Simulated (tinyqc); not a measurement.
Comparisons within one model: defect-molecule model of a vacancy with Jahn-Teller distortion. A value that a table varies takes the place of the one given here.

Four dangling hybrids a, b, c, d point into the vacancy: H_ii = E0, and -gm between any two. A tetragonal distortion Q pairs a with b and c with d: those two couplings become -gm - I Q and the other four -gm + I Q/2, at an elastic cost k Q^2/2. The a1 level holds two electrons; charge states 2+, + and 0 put n = 0, 1, 2 more into the lowest level of t2 origin. Energy from the 2+ state at Q = 0, with the Fermi level mu counted from Ev: W_n(Q) = n (et - 2 I Q) + k Q^2/2 + Uc n (n - 1)/2 - n mu. et = E0 + gm is the undistorted t2 level.

Constants: kB = 8.617333262e-05 eV/K.

Values chosen for the exercise (of the size used for the vacancy in silicon; not measured data): E0 = -0.14 eV (level of a dangling hybrid, from Ev); gm = 0.39 eV (coupling between two dangling hybrids); I = 1.07 eV/angstrom (Jahn-Teller coupling); k = 16.5 eV/angstrom^2 (force constant of the mode); Uc = 0.35 eV (repulsion of two electrons in one orbital); T = 400 K (temperature); mu1 = 0.03 eV (first Fermi level).

## Occupation against the Fermi level

Weights g_n exp(-W_n/kT) with W_n = n et - n^2 E_JT + Uc n (n - 1)/2 - n mu, E_JT = 2 I^2/k, degeneracies 1, 6 (spin and three axes) and 3; mu = mu1 + 0.03 j eV.

Shares:
```
mu (eV)      2+       +       0  mean charge
0.03     0.6362  0.3617  0.0021       1.6341
0.06     0.4208  0.5713  0.0079       1.4129
0.09     0.2300  0.7454  0.0246       1.2054
0.12     0.1070  0.8278  0.0653       1.0417
0.15     0.0436  0.8049  0.1515       0.8920
0.18     0.0154  0.6793  0.3053       0.7101
0.21     0.0046  0.4801  0.5153       0.4893
0.24     0.0011  0.2804  0.7185       0.2826
0.27     0.0002  0.1404  0.8593       0.1409
```

How do the results move?

U_eff = Uc - 2 E_JT = +0.072 eV and kT = 34.5 meV (the vacancy in silicon is known as negative-U; these values are not). The + state reaches at most 82.8 % on these rows, at mu = 0.12 eV. The mean charge goes from 1.63 to 0.14.

## When U turns negative

The force constant is varied. E_JT = 2 I^2/k, E(2+/+) = et - E_JT, E(+/0) = et - 3 E_JT + Uc, U_eff = Uc - 2 E_JT.

Against k:
```
k (eV/angstrom^2)  E_JT (eV)  (2+/+) (eV)  (+/0) (eV)  U_eff (eV)  Q of the neutral state (angstrom)
8                     0.2862      -0.0362     -0.2587     -0.2225                             0.5350
12                    0.1908       0.0592      0.0276     -0.0316                             0.3567
16                    0.1431       0.1069      0.1707      0.0638                             0.2675
24                    0.0954       0.1546      0.3138      0.1592                             0.1783
32                    0.0716       0.1784      0.3853      0.2069                             0.1338
48                    0.0477       0.2023      0.4569      0.2546                             0.0892
64                    0.0358       0.2142      0.4927      0.2784                             0.0669
96                    0.0239       0.2261      0.5284      0.3023                             0.0446
```

k at which U_eff = 0 = 13.08 eV/angstrom^2

How do the results move?

Levels below 0 lie in the valence band. U_eff is negative for k below 4 I^2/Uc = 13.1: 2 of the 8 rows. The gain grows as n^2, so the second electron wins 3 E_JT where the first wins E_JT. For a stiff lattice the levels tend to et = 0.250 and et + Uc = 0.600 eV. Distortions above about 0.5 angstrom (1 of the rows) are beyond a linear coupling.

## What each parameter does

E_JT = 2 I^2/k, E(2+/+) = et - E_JT, E(+/0) = et - 3 E_JT + Uc, U_eff = E(+/0) - E(2+/+); a1 level E0 - 3 gm. Each row changes one parameter from the base and keeps the others.

Results:
```
case                     (2+/+) (eV)  (+/0) (eV)  U_eff (eV)  a1 (eV)
base                          0.1112      0.1837      0.0724  -1.3100
E0 = -0.09 eV                 0.1612      0.2337      0.0724  -1.2600
gm = 0.43 eV                  0.1512      0.2237      0.0724  -1.4300
I = 1.177 eV/angstrom         0.0821      0.0962      0.0142  -1.3100
k = 18.15 eV/angstrom^2       0.1238      0.2215      0.0977  -1.3100
Uc = 0.41 eV                  0.1112      0.2437      0.1324  -1.3100
```

What can be read from the table?

The largest shifts from the base row, up to three for each result and ties (the steps differ in size, so this ranks the rows, not the parameters). (2+/+) (eV): E0 +0.0500, gm +0.0400, I -0.0291; unchanged at the printed digits by Uc. (+/0) (eV): I -0.0874, Uc +0.0600, E0 +0.0500. U_eff (eV): Uc +0.0600, I -0.0583, k +0.0252; unchanged at the printed digits by E0 and gm. a1 (eV): gm -0.1200, E0 +0.0500; unchanged at the printed digits by I, k and Uc. E0 and gm move both levels alike, so U_eff depends on I, k and Uc alone.

Computed by tinyqc, a small Python program: `OMP_NUM_THREADS=1 python tinyqc.py 1450016 1450017 out.jsonl` (the numbers bound the seed that draws the inputs); one thread of a shared host (Intel(R) Xeon(R) Processor @ 2.30GHz), about 0.01 s for the whole set of steps.
